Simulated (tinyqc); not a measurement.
## Gap voltage and exponent from three temperatures

Inverse problem. At constant current VBE(T) = Vg0 - a T - eta (kB T/q) ln T, where a is a constant. Find Vg0, eta and dVBE/dT at the middle temperature.

Constants: q = 1.602176634e-19 C, kB = 1.380649e-23 J/K. Results are converted to the units shown.

T (K): 233  253  300
VBE at a constant current (V): 0.7821325449  0.7414623065  0.6436541228

Answer. The relation is linear in Vg0, a and eta, so three points give a linear system; the slope is (VBE - Vg0 - eta kB T/q)/T. eta rests on the curvature of VBE(T) alone, so real fits need accuracy of some tens of microvolts or better.

Vg0 = 1.166 V
eta = 4.300
dVBE/dT = -2.049 mV/K

Computed by the program tinyqc: `OMP_NUM_THREADS=1 python tinyqc.py 2062151 2062152 out.jsonl`, one thread of a shared Intel Xeon 2.30GHz, about 0.02 s for the whole run.
